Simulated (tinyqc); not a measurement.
Thickness, silicon consumed, volume change, sheet resistance: thermodynamics of metal silicides: hull, first phase, silicon consumed, nucleation and stability against SiO2. Computed by tinyqc, a small Python program. Command: `OMP_NUM_THREADS=1 python tinyqc.py 3024065 3024066 out.jsonl silphase walk`. One thread of a shared host (Intel(R) Xeon(R) Processor @ 2.30GHz), about 0.01 s of CPU time with the checks.

Entropies of formation of the solids are neglected, so heats stand for free energies. Si fractions: M2Si 0.3333, MSi 0.5000, MSi2 0.6667.

Inputs (values chosen for the exercise, of the order of those of cobalt silicides for heats and volumes only): molar volume of M = 6.67 cm^3/mol; molar volume of Si = 12.06 cm^3/mol; metal thickness t = 11 nm.

Phases: M2Si, MSi, MSi2.

volumes of the three phases per mole of M (cm^3/mol): [9.87, 13, 23.1]

resistivities of the three phases (microohm cm): [52, 14, 14]

Method. Per phase M_a Si_b, for ample silicon (not limited to t_Si): silicide thickness = t V/V_M; silicon consumed = t (b/a) V_Si/V_M; net volume change = V/(V_M + (b/a) V_Si) - 1; the top surface lies (silicide thickness - silicon consumed) above the old interface; sheet resistance = resistivity/thickness.

Films:
```
phase  thickness (nm)  Si consumed (nm)  volume change (%)  top above old interface (nm)  sheet resistance (ohm)
M2Si           16.277             9.945            -22.283                        6.3328                  31.946
MSi            21.439            19.889            -30.593                        1.5502                   6.530
MSi2           38.096            39.778            -24.976                       -1.6822                   3.675
```

silicon consumed by MSi = 19.889 nm

sheet resistance of MSi = 6.5301 ohm

What does the comparison show, and why?

For a given sheet resistance the silicon consumed goes as resistivity x (b/a)/V: M2Si 2.63, MSi 1.08, MSi2 1.21. It is least for MSi, which matters on shallow junctions and thin silicon. All three reactions shrink the total volume.

Extremes, crossings and ranges named in words are read from the listed rows.
